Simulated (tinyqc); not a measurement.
Inside a calculation. Method: RKS/LDA (PW92) in the 3-21g basis, for H3+, spin multiplicity 1. One step of it, computed by the program tinyqc.

Problem. Iteration 2: building the Kohn-Sham matrix. J_ij = sum D_kl (ij|kl); F = H + J + V_xc; E = tr D H + tr D J / 2 + E_xc + E_nn.

D after iteration 1, order 1H 1s, 1H 2s, 2H 1s, 2H 2s, 3H 1s, 3H 2s:
$$\begin{pmatrix}
0.118653 & 0.104126 & 0.118711 & 0.106835 & 0.123473 & 0.118638 \\
0.104126 & 0.091377 & 0.104176 & 0.093755 & 0.108356 & 0.104112 \\
0.118711 & 0.104176 & 0.118768 & 0.106887 & 0.123533 & 0.118695 \\
0.106835 & 0.093755 & 0.106887 & 0.096195 & 0.111175 & 0.106821 \\
0.123473 & 0.108356 & 0.123533 & 0.111175 & 0.128489 & 0.123457 \\
0.118638 & 0.104112 & 0.118695 & 0.106821 & 0.123457 & 0.118622
\end{pmatrix}$$

core Hamiltonian H = T + V (hartree), order 1H 1s, 1H 2s, 2H 1s, 2H 2s, 3H 1s, 3H 2s:
$$\begin{pmatrix}
-1.105979 & -1.091685 & -0.401219 & -0.662268 & -0.315960 & -0.603273 \\
-1.091685 & -1.279575 & -0.659141 & -0.989045 & -0.591796 & -0.933738 \\
-0.401219 & -0.659141 & -1.093927 & -1.084019 & -0.287812 & -0.579008 \\
-0.662268 & -0.989045 & -1.084019 & -1.271044 & -0.570649 & -0.913173 \\
-0.315960 & -0.591796 & -0.287812 & -0.570649 & -1.058459 & -1.061657 \\
-0.603273 & -0.933738 & -0.579008 & -0.913173 & -1.061657 & -1.247594
\end{pmatrix}$$

Two-electron integrals (ij|kl) in chemists' order, unique and non-zero (hartree):
```
(11|11) 1.140145   (21|11) 0.611403   (21|21) 0.345152   (22|11) 0.626370
(22|21) 0.380329   (22|22) 0.482957   (31|11) 0.121582   (31|21) 0.071364
(31|22) 0.083447   (31|31) 0.022884   (32|11) 0.189708   (32|21) 0.118269
(32|22) 0.157612   (32|31) 0.041858   (32|32) 0.094827   (33|11) 0.482287
(33|21) 0.307791   (33|22) 0.433659   (33|31) 0.121582   (33|32) 0.311366
(33|33) 1.140145   (41|11) 0.311366   (41|21) 0.177053   (41|22) 0.197491
(41|31) 0.041858   (41|32) 0.071154   (41|33) 0.189708   (41|41) 0.094827
(42|11) 0.382183   (42|21) 0.234791   (42|22) 0.307159   (42|31) 0.062546
(42|32) 0.129943   (42|33) 0.382183   (42|41) 0.129943   (42|42) 0.221685
(43|11) 0.307791   (43|21) 0.195202   (43|22) 0.273037   (43|31) 0.071364
(43|32) 0.177053   (43|33) 0.611403   (43|41) 0.118269   (43|42) 0.234791
(43|43) 0.345152   (44|11) 0.433659   (44|21) 0.273037   (44|22) 0.382184
(44|31) 0.083447   (44|32) 0.197491   (44|33) 0.626370   (44|41) 0.157612
(44|42) 0.307159   (44|43) 0.380329   (44|44) 0.482957   (51|11) 0.086682
(51|21) 0.051341   (51|22) 0.060975   (51|31) 0.012431   (51|32) 0.022015
(51|33) 0.058308   (51|41) 0.027954   (51|42) 0.041020   (51|43) 0.036884
(51|44) 0.050508   (51|51) 0.012585   (52|11) 0.160791   (52|21) 0.100938
(52|22) 0.137069   (52|31) 0.025618   (52|32) 0.051954   (52|33) 0.144204
(52|41) 0.055685   (52|42) 0.096804   (52|43) 0.091503   (52|44) 0.128316
(52|51) 0.027525   (52|52) 0.076710   (53|11) 0.053293   (53|21) 0.033615
(53|22) 0.045624   (53|31) 0.011207   (53|32) 0.024753   (53|33) 0.075889
(53|41) 0.020014   (53|42) 0.036702   (53|43) 0.045100   (53|44) 0.053882
(53|51) 0.008624   (53|52) 0.022663   (53|53) 0.009945   (54|11) 0.142245
(54|21) 0.090040   (54|22) 0.125265   (54|31) 0.024696   (54|32) 0.052751
(54|33) 0.150804   (54|41) 0.050831   (54|42) 0.093113   (54|43) 0.094893
(54|44) 0.129738   (54|51) 0.024718   (54|52) 0.071989   (54|53) 0.023330
(54|54) 0.070532   (55|11) 0.448189   (55|21) 0.287281   (55|22) 0.413054
(55|31) 0.073623   (55|32) 0.156686   (55|33) 0.436456   (55|41) 0.159541
(55|42) 0.298661   (55|43) 0.280111   (55|44) 0.405480   (55|51) 0.086682
(55|52) 0.278728   (55|53) 0.075889   (55|54) 0.266768   (55|55) 1.140145
(61|11) 0.278728   (61|21) 0.158678   (61|22) 0.177345   (61|31) 0.034850
(61|32) 0.058748   (61|33) 0.154435   (61|41) 0.083067   (61|42) 0.112818
(61|43) 0.097393   (61|44) 0.133905   (61|51) 0.027525   (61|52) 0.055412
(61|53) 0.018265   (61|54) 0.049469   (61|55) 0.160791   (61|61) 0.076710
(62|11) 0.352699   (62|21) 0.217054   (62|22) 0.285240   (62|31) 0.051823
(62|32) 0.103207   (62|33) 0.291355   (62|41) 0.116104   (62|42) 0.192487
(62|43) 0.182608   (62|44) 0.252233   (62|51) 0.043551   (62|52) 0.108958
(62|53) 0.034975   (62|54) 0.101367   (62|55) 0.352699   (62|61) 0.108958
(62|62) 0.195066   (63|11) 0.149623   (63|21) 0.094259   (63|22) 0.129201
(63|31) 0.033658   (63|32) 0.079761   (63|33) 0.266768   (63|41) 0.056832
(63|42) 0.108559   (63|43) 0.151940   (63|44) 0.169946   (63|51) 0.019367
(63|52) 0.048443   (63|53) 0.023330   (63|54) 0.050213   (63|55) 0.150804
(63|61) 0.048215   (63|62) 0.090013   (63|63) 0.070532   (64|11) 0.288652
(64|21) 0.180665   (64|22) 0.248568   (64|31) 0.050840   (64|32) 0.112996
(64|33) 0.341681   (64|41) 0.101847   (64|42) 0.188417   (64|43) 0.210415
(64|44) 0.277003   (64|51) 0.038348   (64|52) 0.102525   (64|53) 0.037755
(64|54) 0.101617   (64|55) 0.341681   (64|61) 0.092347   (64|62) 0.178533
(64|63) 0.101617   (64|64) 0.185427   (65|11) 0.287281   (65|21) 0.183155
(65|22) 0.261020   (65|31) 0.046847   (65|32) 0.099609   (65|33) 0.280111
(65|41) 0.101281   (65|42) 0.187796   (65|43) 0.178879   (65|44) 0.256572
(65|51) 0.051341   (65|52) 0.158678   (65|53) 0.045100   (65|54) 0.151940
(65|55) 0.611403   (65|61) 0.100938   (65|62) 0.217054   (65|63) 0.094893
(65|64) 0.210415   (65|65) 0.345152   (66|11) 0.413054   (66|21) 0.261020
(66|22) 0.369447   (66|31) 0.065447   (66|32) 0.140559   (66|33) 0.405480
(66|41) 0.142214   (66|42) 0.261857   (66|43) 0.256572   (66|44) 0.364639
(66|51) 0.060975   (66|52) 0.177345   (66|53) 0.053882   (66|54) 0.169946
(66|55) 0.626370   (66|61) 0.137069   (66|62) 0.285240   (66|63) 0.129738
(66|64) 0.277003   (66|65) 0.380329   (66|66) 0.482957
```

nuclear repulsion = 1.37201594 hartree

V_xc (hartree), order 1H 1s, 1H 2s, 2H 1s, 2H 2s, 3H 1s, 3H 2s:
$$\begin{pmatrix}
-0.450324 & -0.254609 & -0.067632 & -0.140430 & -0.050393 & -0.126089 \\
-0.254609 & -0.281320 & -0.139718 & -0.207535 & -0.126520 & -0.196210 \\
-0.067632 & -0.139718 & -0.448426 & -0.253118 & -0.044419 & -0.120213 \\
-0.140430 & -0.207535 & -0.253118 & -0.279873 & -0.121381 & -0.191319 \\
-0.050393 & -0.126520 & -0.044419 & -0.121381 & -0.454098 & -0.255026 \\
-0.126089 & -0.196210 & -0.120213 & -0.191319 & -0.255026 & -0.279431
\end{pmatrix}$$

E_xc = sum of w rho eps_xc = -0.57712581 hartree

Give: Coulomb J; Kohn-Sham matrix F; total energy of this density.

Solution.

Coulomb J (hartree), order 1H 1s, 1H 2s, 2H 1s, 2H 2s, 3H 1s, 3H 2s:
$$\begin{pmatrix}
1.207 & 0.727 & 0.193 & 0.401 & 0.144 & 0.362 \\
0.727 & 0.927 & 0.399 & 0.668 & 0.359 & 0.630 \\
0.193 & 0.399 & 1.198 & 0.722 & 0.127 & 0.346 \\
0.401 & 0.668 & 0.722 & 0.923 & 0.345 & 0.615 \\
0.144 & 0.359 & 0.127 & 0.345 & 1.194 & 0.719 \\
0.362 & 0.630 & 0.346 & 0.615 & 0.719 & 0.918
\end{pmatrix}$$

Kohn-Sham matrix F (hartree), order 1H 1s, 1H 2s, 2H 1s, 2H 2s, 3H 1s, 3H 2s:
$$\begin{pmatrix}
-0.350 & -0.619 & -0.276 & -0.402 & -0.223 & -0.367 \\
-0.619 & -0.634 & -0.400 & -0.528 & -0.359 & -0.500 \\
-0.276 & -0.400 & -0.344 & -0.615 & -0.205 & -0.353 \\
-0.402 & -0.528 & -0.615 & -0.628 & -0.348 & -0.490 \\
-0.223 & -0.359 & -0.205 & -0.348 & -0.319 & -0.598 \\
-0.367 & -0.500 & -0.353 & -0.490 & -0.598 & -0.609
\end{pmatrix}$$

total energy of this density = -1.24652 hartree
